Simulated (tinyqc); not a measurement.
Double-gate transistor, scale length and short-channel effects: two steps of the calculation.

A body of thickness ts between two insulators of thickness ti and two tied gates. Below threshold the potential that source and drain add obeys Laplace's equation and vanishes on the gate. Its lowest mode decays along the channel as exp(-k y); k is the smallest positive root of the matching condition at the interface, and the scale length is Lambda = pi/k.

Values chosen for this exercise; permittivities: semiconductor close to that of silicon, insulator close to that of zirconium oxide:
- eps_r = 11.5 (relative permittivity of the semiconductor)
- ei = 24.4 (relative permittivity of the insulator)
- ti = 3.6 nm (insulator thickness)
- ts = 14.1 nm (body thickness)

Question 1. Scan of the matching condition. f(k) = ei cos(k ti) cos(k ts/2) - eps_r sin(k ti) sin(k ts/2).

k, point 0 to 7 (1/nm): 0.02625  0.0525  0.07875  0.105  0.13125  0.1575  0.18375  0.21

Give: f(k).

Answer 1.

f(k), point 0 to 7: 23.677  21.561  18.212  13.880  8.890  3.612  -1.563  -6.256

The first change of sign lies between k = 0.1575 and 0.18375 1/nm.

Question 2. Scale length against simple estimates. Lambda = pi/k and l = 1/k. A parabolic potential across the structure gives l(parabolic) = sqrt((eps_r/(2 ei)) ts ti (1 + ei ts/(4 eps_r ti))).

k = 0.17564504 1/nm

Find: Lambda; l; l(parabolic).

Answer 2.

Lambda = 17.886 nm
l = 5.6933 nm
l(parabolic) = 6.0674 nm

tinyqc, about 0.01 s, one thread, Intel Xeon 2.30GHz (shared host): `OMP_NUM_THREADS=1 python tinyqc.py 2420035 2420036 out.jsonl`
